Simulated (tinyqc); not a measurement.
Eight-band Kane k.p model: sweeps and comparisons. A value that a table varies takes the place of the one given here.

Eight-band Kane model, basis S, X, Y, Z times spin, zero of energy at the top of the unstrained valence band, c = hbar^2/2m0. Within each spin: H_SS = Eg + A c k^2, H_SX = i P kx (likewise Y, Z), H_XX = -Dso/3 + L kx^2 + M (ky^2 + kz^2), H_XY = N kx ky, and cyclic. Spin-orbit term (Dso/3) L.sigma on X, Y, Z with (L_k)_ij = -i epsilon_kij: <X+|H|Y+> = -i Dso/3, <X+|H|Z-> = Dso/3, <Y+|H|Z-> = -i Dso/3, <Z+|H|X-> = -Dso/3, <Z+|H|Y-> = i Dso/3, <X-|H|Y-> = i Dso/3, and their conjugates; + and - are the spin along z. Terms from inversion asymmetry are left out, so every level is twofold.

P = sqrt(Ep c); A = 1/me - Ep (Eg + 2 Dso/3)/(Eg (Eg + Dso)) keeps the electron mass; g1' = g1 - Ep/(3 Eg), g2' = g2 - Ep/(6 Eg), g3' = g3 - Ep/(6 Eg) remove the coupling to S that the Luttinger values already hold; L = -c (g1' + 4 g2'), M = -c (g1' - 2 g2'), N = -6 c g3'.

Constants: hbar^2/2m0 = 3.80998211 eV angstrom^2.

Inputs chosen for the exercise (near those of Ge; the results hold for these values, not for the real material): Eg = 0.9 eV (gap at Gamma to the s-like level); Dso = 0.288 eV (spin-orbit splitting); Ep = 26.4 eV (Kane energy); me = 0.0381 m0 (electron mass at Gamma); g1 = 13.4 (Luttinger gamma1); g2 = 4.25 (gamma2); g3 = 5.68 (gamma3); kmax = 0.05 1/angstrom (end of the path).

## Non-parabolicity of the conduction band

Unstrained, along [111], six points up to kmax. Parabolic: E = c k^2/me. Two-band form: E (1 + alpha E) = c k^2/me with alpha = (1 - me)^2/Eg. The column alpha(k) solves that form for alpha with the eight-band energy. Energies from the conduction edge.

Energies:

| \|k\| (1/angstrom) | parabolic (eV) | two-band (eV) | eight-band (eV) | alpha(k) (1/eV) | parabolic / eight-band |
|---|---|---|---|---|---|
| 0.0083 | 0.0069 | 0.0069 | 0.0069 | 1.341 | 1.009 |
| 0.0167 | 0.0278 | 0.0270 | 0.0268 | 1.349 | 1.036 |
| 0.0250 | 0.0625 | 0.0589 | 0.0579 | 1.361 | 1.079 |
| 0.0333 | 0.1111 | 0.1007 | 0.0979 | 1.378 | 1.135 |
| 0.0417 | 0.1736 | 0.1504 | 0.1444 | 1.398 | 1.202 |
| 0.0500 | 0.2500 | 0.2063 | 0.1956 | 1.421 | 1.278 |

alpha = 1.028 1/eV

At the last point the parabola lies a factor 1.28 above the eight-band value, and the two-band form 10.6 meV above it. The parabola stays within 5 % up to |k| = 0.0167 1/angstrom of the points listed. alpha(k) goes from 1.341 to 1.421 1/eV, a spread of 6.0 % over this range; the simple rule gives 1.028, 23 % below the first value, as it knows neither Dso nor the remote terms.

## Four, six or eight bands for the holes

Unstrained, along [110]. Six bands: the X, Y, Z block alone with the full g1, g2, g3 in L, M, N. Four bands: the same with Dso sent to infinity. HH, LH and SO name the pairs from the top.

Valence levels (eV):

| \|k\| (1/angstrom) | HH 4 | HH 6 | HH 8 | LH 4 | LH 6 | LH 8 | SO 6 | SO 8 |
|---|---|---|---|---|---|---|---|---|
| 0.0083 | -0.0007 | -0.0007 | -0.0007 | -0.0064 | -0.0063 | -0.0063 | -0.2916 | -0.2909 |
| 0.0167 | -0.0028 | -0.0028 | -0.0028 | -0.0255 | -0.0246 | -0.0241 | -0.3031 | -0.3001 |
| 0.0250 | -0.0064 | -0.0063 | -0.0063 | -0.0574 | -0.0527 | -0.0508 | -0.3248 | -0.3167 |
| 0.0333 | -0.0114 | -0.0109 | -0.0109 | -0.1021 | -0.0867 | -0.0823 | -0.3605 | -0.3422 |
| 0.0417 | -0.0177 | -0.0167 | -0.0167 | -0.1595 | -0.1217 | -0.1150 | -0.4155 | -0.3785 |
| 0.0500 | -0.0256 | -0.0234 | -0.0234 | -0.2297 | -0.1539 | -0.1459 | -0.4936 | -0.4265 |

At |k| = 0.0500 the heavy holes of the three models span 2.1 meV and the light holes 83.8 meV. The split-off band moves the light hole by +75.8 meV and treating the conduction band exactly moves it by +8.0 meV more; the split-off band matters more here, where the four-band light-hole energy is 0.80 times Dso and 0.26 times Eg.

## What each parameter does

Unstrained; levels at |k| = kmax along [111], all derived values formed anew. Each row changes one parameter from the base and keeps the others.

Results:

| case | conduction (eV) | heavy hole (eV) | light hole (eV) | split-off (eV) |
|---|---|---|---|---|
| base | 1.0956 | -0.0194 | -0.1412 | -0.4333 |
| Eg = 0.81 eV | 1.0019 | -0.0194 | -0.1412 | -0.4251 |
| Dso = 0.3168 eV | 1.0961 | -0.0194 | -0.1465 | -0.4556 |
| Ep = 29.04 eV | 1.0954 | -0.0194 | -0.1418 | -0.4301 |
| me = 0.0419 m0 | 1.0762 | -0.0194 | -0.1423 | -0.4355 |
| g1 = 12.06 | 1.0974 | -0.0067 | -0.1291 | -0.4217 |
| g2 = 4.675 | 1.0956 | -0.0194 | -0.1412 | -0.4333 |
| g3 = 5.112 | 1.0987 | -0.0303 | -0.1444 | -0.4223 |

The largest shifts from the base row, up to three for each result and ties (the steps differ in size, so this ranks the rows, not the parameters). conduction (eV): Eg -0.0937, me -0.0194, g3 +0.0031; unchanged at the printed digits by g2. heavy hole (eV): g1 +0.0128, g3 -0.0108; unchanged at the printed digits by Eg, Dso, Ep, me and g2. light hole (eV): g1 +0.0122, Dso -0.0053, g3 -0.0032; unchanged at the printed digits by Eg and g2. split-off (eV): Dso -0.0223, g1 +0.0116, g3 +0.0110; unchanged at the printed digits by g2. Along [111] the heavy hole follows g1 - 2 g3 alone.

(tinyqc, `OMP_NUM_THREADS=1 python tinyqc.py 1080631 1080632 out.jsonl`, Intel(R) Xeon(R) Processor @ 2.30GHz, 1 thread, shared host, about 0.01 s.)
